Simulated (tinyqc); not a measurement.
# Free and trapped electrons in a MOS channel with a dense trap tail: what changes with what

p-type body, charge-sheet picture, full ionisation (an idealisation for deep acceptors), Boltzmann statistics for free electrons. e = Ec - EF at the surface. Acceptor-like traps of density D(E) = D0 + De exp(-E/Ew) at depth E below Ec, from 0 to Eu, hold n_t = integral of D(E)/(1 + exp((e - E)/Vt)). psi = Eg - Vt ln(Nv/Na) - e; N_dep = sqrt(2 eps0 eps_r Na (psi - Vt)/q); n_f = sqrt(N_dep^2 + 2 eps0 eps_r Vt Nc exp(-e/Vt)/q) - N_dep; Vg = Vfb + psi + q (N_dep + n_t + n_f)/Cox, Cox = eps0 eox/tox.

Values chosen for this exercise; band and dielectric values close to those of 4H silicon carbide:
- T = 300 K (temperature)
- Eg = 3.22 eV (band gap)
- eps_r = 9.69 (relative permittivity)
- Nc = 1.67e19 cm^-3 (conduction-band density of states at T)
- Nv = 2.48e19 cm^-3 (valence-band density of states at T)
- eox = 3.9 (relative permittivity of the insulator)
- tox = 73 nm (insulator thickness)
- Na = 3e16 cm^-3 (acceptor density)
- Vfb = -2.48 V (flat-band voltage without trapped charge)
- D0 = 2.8e10 cm^-2 eV^-1 (constant background density of acceptor-like traps)
- De = 4.1e13 cm^-2 eV^-1 (density of the tail at the conduction edge)
- Ew = 0.06 eV (decay energy of the tail)
- Eu = 0.97 eV (depth below Ec down to which the traps reach)
- mf = 150 cm^2/(V s) (mobility of free electrons)

Constants: q = 1.602176634e-19 C, kB = 1.380649e-23 J/K, Vt = kB T/q, eps0 = 8.8541878128e-14 F/cm where lengths are in cm. Results are converted to the units shown.

Each table varies one quantity; the others keep the values above.

## Free and trapped charge against gate voltage

Free share n_f/(n_f + n_t); swing ln 10 n_f/(dn_f/dVg); field-effect mobility mf q (dn_f/dVg)/Cox, for a constant mf; oxide field q (N_dep + n_t + n_f)/(eps0 eox).

Result of one run:
```
Vg (V)	e (eV)	n_f (cm^-2)	n_t (cm^-2)	free share (%)	swing (mV/decade)	field-effect mobility (cm^2/(V s))	oxide field (MV/cm)
16.4	-0.005768	1.612e12	2.075e12	43.73	1.604e4	117.6	2.168
```

What becomes of these results when the gate voltage Vg is changed from 16.4 to 9.9 V, all else the same?

Result of the changed run:
```
Vg (V)	e (eV)	n_f (cm^-2)	n_t (cm^-2)	free share (%)	swing (mV/decade)	field-effect mobility (cm^2/(V s))	oxide field (MV/cm)
9.9	0.04112	3.998e11	1.390e12	22.34	6969	67.11	1.284
```

The whole series:
```
Vg (V)	e (eV)	n_f (cm^-2)	n_t (cm^-2)	free share (%)	swing (mV/decade)	field-effect mobility (cm^2/(V s))	oxide field (MV/cm)
3.4	0.3715	1.439e6	2.374e10	0.006062	124.3	0.01354	0.4391
5	0.1349	1.290e10	3.731e11	3.342	1344	11.23	0.6258
6.6	0.08727	7.828e10	7.581e11	9.359	2999	30.54	0.8385
8.3	0.05944	2.143e11	1.111e12	16.17	4973	50.41	1.068
9.9	0.04112	3.998e11	1.390e12	22.34	6969	67.11	1.284
11.5	0.02665	6.352e11	1.620e12	28.17	9048	82.13	1.501
13.2	0.01381	9.344e11	1.817e12	33.96	1.134e4	96.37	1.733
14.8	0.003402	1.257e12	1.962e12	39.04	1.362e4	108.0	1.950
16.4	-0.005768	1.612e12	2.075e12	43.73	1.604e4	117.6	2.168
```

n_f reaches 1e11 cm^-2 at Vg = 6.94 V, against 4.12 V without traps. The free share rises from 0.00606 to 43.7 % and the field-effect mobility rises from 0.0135 to 118 cm^2/(V s), although mf = 150 is constant: in the last row 78.4 % of Cox dVg goes into free electrons. The swing in the first row is 124 mV a decade (Vt ln 10 = 59.5). For Vg = 9.9, 11.5, 13.2, 14.8, 16.4 EF lies less than 2 Vt below the band edge, or above it, where degeneracy and confinement, left out, matter.

## Effect of the acceptor density

Vfb is held fixed. VT is the Vg for n_f = 1e11 cm^-2; swing ln 10 n_f/(dn_f/dVg) at n_f = 1e8 cm^-2; the last three columns are for Vg = VT + 5.8 V, with free share n_f/(n_f + n_t) and field-effect mobility mf q (dn_f/dVg)/Cox; there EF is near the band edge, where Boltzmann statistics are rough.

Effect of the acceptor density:
```
Na (cm^-3)	e at VT (eV)	VT (V)	q n_t/Cox at VT (V)	swing (mV/decade)	n_f (cm^-2)	free share (%)	field-effect mobility (cm^2/(V s))
1e15	0.1199	2.870	1.585	143.0	8.398e11	37.26	81.04
2e15	0.1126	3.326	1.769	157.0	8.434e11	36.53	82.70
6e15	0.1002	4.348	2.128	185.6	8.466e11	35.06	86.01
1e16	0.09409	4.996	2.326	202.3	8.471e11	34.26	87.86
3e16	0.08063	6.939	2.822	248.0	8.485e11	32.43	92.69
8e16	0.06829	9.620	3.348	304.4	8.559e11	30.94	98.34
2e17	0.05659	13.41	3.904	376.4	8.758e11	29.97	105.1
5e17	0.04478	19.13	4.512	475.3	9.152e11	29.64	113.3
```

As Na goes from 1e15 to 5e17, VT rises from 2.87 to 19.1 V, its part due to traps rises from 1.58 to 4.51 V, the swing rises from 143 to 475 mV/decade and the field-effect mobility rises from 81.0 to 113 cm^2/(V s). Most of the rise of VT is depletion charge; the trap part grows since the same n_f needs EF nearer the band edge at heavier doping. For Na = 5e17 e is under 2 Vt already at VT, so VT too is rough.

Computed by the program tinyqc: `OMP_NUM_THREADS=1 python tinyqc.py 2222026 2222027 out.jsonl`, one thread of a shared Intel Xeon 2.30GHz, about 0.03 s for the whole run.
